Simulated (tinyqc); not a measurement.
Resistive crossbar, vector-matrix product with wire resistance: two steps of the calculation.

3 rows and 2 columns. Cell (i, j) joins row node wij to column node bij. Each row is driven at its left end through one wire segment rw; neighbouring nodes along a row or a column are joined by rw; each column ends below the last row in one more rw and a virtual ground, where its current is read. Ideal output: I_j = sum_i V_i G_ij.

Inputs (values chosen for the exercise):

| symbol | value | unit | meaning |
|---|---|---|---|
| rw | 200 | ohm | wire resistance between neighbouring cells |
| V | [0.16, 0.4, 0.37] | V | input voltages of the rows |

Task 1. Node voltages and column currents. Solve A x = b; I_j = b3j/rw.

A (uS):
```
       w11    w12        w21    w22    w31    w32    b11    b12
w11  10040  -5000          0      0      0      0    -40      0
w12  -5000   5038          0      0      0      0      0    -38
w21      0      0  10056.000  -5000      0      0      0      0
w22      0      0      -5000   5077      0      0      0      0
w31      0      0          0      0  10130  -5000      0      0
w32      0      0          0      0  -5000   5110      0      0
b11    -40      0          0      0      0      0   5040      0
b12      0    -38          0      0      0      0      0   5038
b21      0      0        -56      0      0      0  -5000      0
b22      0      0          0    -77      0      0      0  -5000
b31      0      0          0      0   -130      0      0      0
b32      0      0          0      0      0   -110      0      0

           b21        b22    b31    b32
w11          0          0      0      0
w12          0          0      0      0
w21        -56          0      0      0
w22          0        -77      0      0
w31          0          0   -130      0
w32          0          0      0   -110
b11      -5000          0      0      0
b12          0      -5000      0      0
b21  10056.000          0  -5000      0
b22          0  10077.000      0  -5000
b31      -5000          0  10130      0
b32          0      -5000      0  10110
```

b (uA): w11 800, w12 0, w21 2000, w22 0, w31 1850, w32 0, b11 0, b12 0, b21 0, b22 0, b31 0, b32 0

Find: row nodes; column nodes; column currents.

Result 1.

row nodes (mV): w11 157.9, w12 156.8, w21 390.2, w22 384.6, w31 353.8, w32 346.5
column nodes (mV): b11 20.44, b12 21.61, b21 19.34, b22 20.59, b31 14.09, b32 13.95
column currents (uA): column 1 70.44, column 2 69.75

Task 2. Error against the ideal product. Ideal I_j = sum_i V_i G_ij; error = I/ideal - 1.

cell conductances G (uS):

|  | column 1 | column 2 |
|---|---|---|
| row 1 | 40 | 38 |
| row 2 | 56 | 77 |
| row 3 | 130 | 110 |

column currents (uA): column 1 70.436693, column 2 69.754525

Wanted: ideal currents; error.

Result 2.

ideal currents (uA): column 1 76.900, column 2 77.580
error (%): column 1 -8.405, column 2 -10.09

The largest error is in column 2. All currents fall short, since the wires take part of the voltage.

Program tinyqc, `OMP_NUM_THREADS=1 python tinyqc.py 2880032 2880033 out.jsonl`; Intel Xeon 2.30GHz, shared host, one thread, about 0.02 s.
